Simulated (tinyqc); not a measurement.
From results back to parameters: optical gain and spontaneous emission in a bulk direct-gap semiconductor. Two cases, with inputs chosen for the exercise.

Problem. The gain spectrum crosses zero at E0 = Eg + Fc + Fv; n = p is hidden.

F_j(eta) = (1/Gamma(j + 1)) integral_0^infinity x^j dx/(1 + exp(x - eta)), which tends to exp(eta) for eta << 0.

Quasi-Fermi levels: n = Nc F_1/2(Fc/kT) and p = Nv F_1/2(Fv/kT), Fc counted up from the conduction edge and Fv down from the valence edge; Nc, Nv from N = 2 (m kB T/(4 pi c))^(3/2) with c = hbar^2/2m0, in 1/angstrom^3; times 1e24 for 1/cm^3, with me and (mhh^(3/2) + mlh^(3/2))^(2/3).

Constants: hbar^2/2m0 = 3.80998211 eV angstrom^2; kB = 8.617333262e-05 eV/K.

Find: Fc; Fv; n.

Method. Fc + Fv rises steadily with n, so one n gives E0 - Eg; solve by bisection on ln n.

Case 1.

Values chosen (near those of GaN; the results hold for these values, not for the real material): Eg = 3.515 eV (direct gap); me = 0.1939 m0 (electron mass); mhh = 1.456 m0 (heavy-hole mass); mlh = 0.2994 m0 (light-hole mass); T = 400 K.

E0 = 3.65332 eV

Solution.

Fc = 0.167 eV
Fv = -0.029 eV
n = 2.8e+19 1/cm^3

Case 2.

Values chosen (near those of InP; the results hold for these values, not for the real material): Eg = 1.348 eV (direct gap); me = 0.0787 m0 (electron mass); mhh = 0.596 m0 (heavy-hole mass); mlh = 0.0847 m0 (light-hole mass); T = 400 K.

E0 = 1.38521 eV

Solution.

Fc = 0.094 eV
Fv = -0.057 eV
n = 3.4e+18 1/cm^3

Computed by tinyqc, one run a case: `OMP_NUM_THREADS=1 python tinyqc.py N N+1 out.jsonl` with N = 1680359, 1680403; one thread of a shared Intel(R) Xeon(R) Processor @ 2.30GHz, about 0.1 s a run at most.
